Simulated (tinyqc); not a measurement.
Octagonal on-chip spiral inductor, lumped pi model: two steps of the calculation.

Outer diameter do = di + 2 n wd + 2 (n - 1) sp, mean da = (do + di)/2, fill p = (do - di)/(do + di), length l = 3.314 n da. L = 2.25 mu0 n^2 da/(1 + 3.55 p), mu0 = 4 pi 1e-7 H/m. Rs = rho l/(wd delta (1 - exp(-th/delta))), delta = sqrt(rho/(pi f mu0)). Cs = n wd^2 eps0 eo/hu across the coil. At each end Cox = l wd eps0 eo/(2 ho) leads to the substrate branch Rsi = 2 rs he/(l wd) in parallel with Csi = l wd eps0 11.7/(2 he). With one end grounded Y = 1/(Rs + i w L) + i w Cs + 1/[1/(i w Cox) + 1/(1/Rsi + i w Csi)], w = 2 pi f; Q = -Im Y/Re Y. Eddy currents in neighbouring turns and in the substrate are left out.

Parameters, values chosen for the exercise; values of the order met in silicon radio-frequency processes: number of turns n = 6.5; line width wd = 8 um; space between turns sp = 1.5 um; inner diameter di = 40 um; metal thickness th = 4 um; metal resistivity rho = 3 uohm cm; oxide below the coil ho = 4 um; oxide between coil and underpass hu = 0.9 um; relative permittivity of the oxide eo = 3; substrate resistivity rs = 10 ohm cm; effective spreading depth in the substrate he = 80 um; frequency f = 1.7 GHz.

Constants: eps0 = 8.8541878128e-12 F/m. Results are converted to the units shown.

Task 1. Geometry and model elements. do, l, L, delta, Rs, Cs, Cox, Rsi and Csi as defined.

Give: do; l; L; delta; Rs; Cs; Cox; Rsi; Csi.

Result 1.

do = 160.50 um
l = 2159.5 um
L = 3.8218 nH
delta = 2.1142 um
Rs = 4.5103 ohm
Cs = 12.278 fF
Cox = 57.361 fF
Rsi = 926.15 ohm
Csi = 11.185 fF

Task 2. Admittance, quality factor and apparent inductance. Series branch 1/(Rs + i w L), substrate branch, total Y, Q = -Im Y/Re Y, apparent inductance Im(1/Y)/w, metal-only value w L/Rs, share of the loss in the substrate Re(substrate branch)/Re Y.

L = 3.8218010 nH
Rs = 4.5103031 ohm
Cs = 12.277807 fF
Cox = 57.361464 fF
Rsi = 926.14664 ohm
Csi = 11.185485 fF

Give: series branch; substrate branch; Y; Q; apparent inductance; w L/Rs; share of the loss in the substrate.

Result 2.

series branch = 2.67-24.20i mS
substrate branch = 0.2382+0.4512i mS
Y = 2.91-23.62i mS
Q = 8.111
apparent inductance = 3.904 nH
w L/Rs = 9.051
share of the loss in the substrate = 8.179 %

Q is 89.6 % of the metal-only value.

Program tinyqc, `OMP_NUM_THREADS=1 python tinyqc.py 2302104 2302105 out.jsonl`; Intel Xeon 2.30GHz, shared host, one thread, about 0.01 s.
